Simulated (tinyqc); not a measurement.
Raising U: Hubbard chain of 5 sites, mean field against exact. Computed by the program tinyqc. Collinear unrestricted mean field (the lowest of 40 random starts) against exact diagonalisation.

one-body matrix (hopping and site energies) (eV):
```
         1        2        3        4        5
1   0.0000  -0.9200   0.0000   0.0000   0.0000
2  -0.9200   0.0000  -0.9200   0.0000   0.0000
3   0.0000  -0.9200   0.0000  -0.9200   0.0000
4   0.0000   0.0000  -0.9200   0.0000  -0.9200
5   0.0000   0.0000   0.0000  -0.9200   0.0000
```

electrons, up and down: 3  1

Exact and mean-field results (eV):
```
U            U/t    E exact  E mean field  mean |n_up - n_down|  double occupancy, exact  first gap in the sector
0.4600    0.5000  -3.851725     -3.840852                0.4000                   0.1052                   0.6650
0.9200    1.0000  -3.622943     -3.579414                0.4000                   0.0937                   0.6424
1.8400    2.0000  -3.242404     -3.073414                0.4000                   0.0722                   0.5747
2.7600    3.0000  -2.952531     -2.596741                0.4143                   0.0545                   0.5012
3.6800    4.0000  -2.733884     -2.258256                0.6461                   0.0412                   0.4352
5.5200    6.0000  -2.439836     -1.931310                0.7428                   0.0245                   0.3347
7.3600    8.0000  -2.258721     -1.771949                0.7696                   0.0157                   0.2674
18.4000  20.0000  -1.876420     -1.581415                0.7978                   0.0030                   0.1163
```

Estimate the missing row, U = 11.04.

Computed row:
```
U            U/t    E exact  E mean field  mean |n_up - n_down|  double occupancy, exact  first gap in the sector
11.0400  12.0000  -2.054426     -1.643638                0.7937                   0.0078                   0.1879
```

In absolute terms mean field is worst at U/t = 6.0, 0.509 eV too high: at small U it is nearly exact, and at large U it still misses the motion of the hole through a fluctuating spin background. Relative to the exact energy its error is 0.3 % at the smallest U, 22 % at most and 16 % at the largest. The double occupancy falls from 0.105 to 0.003.
